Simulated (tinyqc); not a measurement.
Two-node Weyl semimetal on a cubic lattice and its slab: one step. Levels and layer weights of the middle pair. Two cases, with inputs chosen for the exercise.

Question. Diagonalise; sum the weights over the two components of each layer.

Give: levels; weights.

Case 1.

H (eV), rows 1+, 1-, 2+, 2-, 3+, 3-, 4+, 4-, 5+, 5-, 6+, 6- and columns alike:
```
[[1.762584, -0.301360i, -0.770000, -0.465000i, 0, 0, 0, 0, 0, 0, 0, 0],
 [0.301360i, -1.762584, -0.465000i, 0.770000, 0, 0, 0, 0, 0, 0, 0, 0],
 [-0.770000, 0.465000i, 1.762584, -0.301360i, -0.770000, -0.465000i, 0, 0, 0, 0, 0, 0],
 [0.465000i, 0.770000, 0.301360i, -1.762584, -0.465000i, 0.770000, 0, 0, 0, 0, 0, 0],
 [0, 0, -0.770000, 0.465000i, 1.762584, -0.301360i, -0.770000, -0.465000i, 0, 0, 0, 0],
 [0, 0, 0.465000i, 0.770000, 0.301360i, -1.762584, -0.465000i, 0.770000, 0, 0, 0, 0],
 [0, 0, 0, 0, -0.770000, 0.465000i, 1.762584, -0.301360i, -0.770000, -0.465000i, 0, 0],
 [0, 0, 0, 0, 0.465000i, 0.770000, 0.301360i, -1.762584, -0.465000i, 0.770000, 0, 0],
 [0, 0, 0, 0, 0, 0, -0.770000, 0.465000i, 1.762584, -0.301360i, -0.770000, -0.465000i],
 [0, 0, 0, 0, 0, 0, 0.465000i, 0.770000, 0.301360i, -1.762584, -0.465000i, 0.770000],
 [0, 0, 0, 0, 0, 0, 0, 0, -0.770000, 0.465000i, 1.762584, -0.301360i],
 [0, 0, 0, 0, 0, 0, 0, 0, 0.465000i, 0.770000, 0.301360i, -1.762584]]
```

Answer.

levels (eV): [-3.1850, -2.8146, -2.2700, -1.6428, -1.0308, -0.5441, 0.5441, 1.0308, 1.6428, 2.2700, 2.8146, 3.1850]

weights, rows lower, upper; columns layer 1, layer 2, layer 3, layer 4, layer 5, layer 6:
```
[[0.128, 0.224, 0.247, 0.211, 0.136, 0.054],
 [0.054, 0.136, 0.211, 0.247, 0.224, 0.128]]
```

The matrix belongs to ky = 0.33, kz = 1.65, where the mass m (1 - cos ky) + M(kz) is +0.2226 eV and t sin(ky) = 0.3014 eV. A positive mass binds no surface state: the middle pair is a confined bulk state.

Case 2.

H (eV), rows 1+, 1-, 2+, 2-, 3+, 3-, 4+, 4-, 5+, 5-, 6+, 6- and columns alike:
```
[[1.000297, -0.113352i, -0.715000, -0.335000i, 0, 0, 0, 0, 0, 0, 0, 0],
 [0.113352i, -1.000297, -0.335000i, 0.715000, 0, 0, 0, 0, 0, 0, 0, 0],
 [-0.715000, 0.335000i, 1.000297, -0.113352i, -0.715000, -0.335000i, 0, 0, 0, 0, 0, 0],
 [0.335000i, 0.715000, 0.113352i, -1.000297, -0.335000i, 0.715000, 0, 0, 0, 0, 0, 0],
 [0, 0, -0.715000, 0.335000i, 1.000297, -0.113352i, -0.715000, -0.335000i, 0, 0, 0, 0],
 [0, 0, 0.335000i, 0.715000, 0.113352i, -1.000297, -0.335000i, 0.715000, 0, 0, 0, 0],
 [0, 0, 0, 0, -0.715000, 0.335000i, 1.000297, -0.113352i, -0.715000, -0.335000i, 0, 0],
 [0, 0, 0, 0, 0.335000i, 0.715000, 0.113352i, -1.000297, -0.335000i, 0.715000, 0, 0],
 [0, 0, 0, 0, 0, 0, -0.715000, 0.335000i, 1.000297, -0.113352i, -0.715000, -0.335000i],
 [0, 0, 0, 0, 0, 0, 0.335000i, 0.715000, 0.113352i, -1.000297, -0.335000i, 0.715000],
 [0, 0, 0, 0, 0, 0, 0, 0, -0.715000, 0.335000i, 1.000297, -0.113352i],
 [0, 0, 0, 0, 0, 0, 0, 0, 0.335000i, 0.715000, 0.113352i, -1.000297]]
```

Answer.

levels (eV): [-2.3066, -1.9536, -1.4474, -0.9022, -0.5052, -0.1190, 0.1190, 0.5052, 0.9022, 1.4474, 1.9536, 2.3066]

weights, rows lower, upper; columns layer 1, layer 2, layer 3, layer 4, layer 5, layer 6:
```
[[0.437, 0.395, 0.130, 0.017, 0.010, 0.011],
 [0.011, 0.010, 0.017, 0.130, 0.395, 0.437]]
```

The matrix belongs to ky = 0.17, kz = 0.13, where the mass m (1 - cos ky) + M(kz) is -0.4297 eV and t sin(ky) = 0.1134 eV. A negative mass binds arc states at -/+ t sin(ky) on opposite faces; here one outer layer holds 44 % and the other 1 %, and the overlap across the thin slab moves the level by +5.6 meV.

Computed by tinyqc, one run a case: `OMP_NUM_THREADS=1 python tinyqc.py N N+1 out.jsonl` with N = 1481787, 1482167; one thread of a shared Intel(R) Xeon(R) Processor @ 2.30GHz, about 0.2 s a run at most.
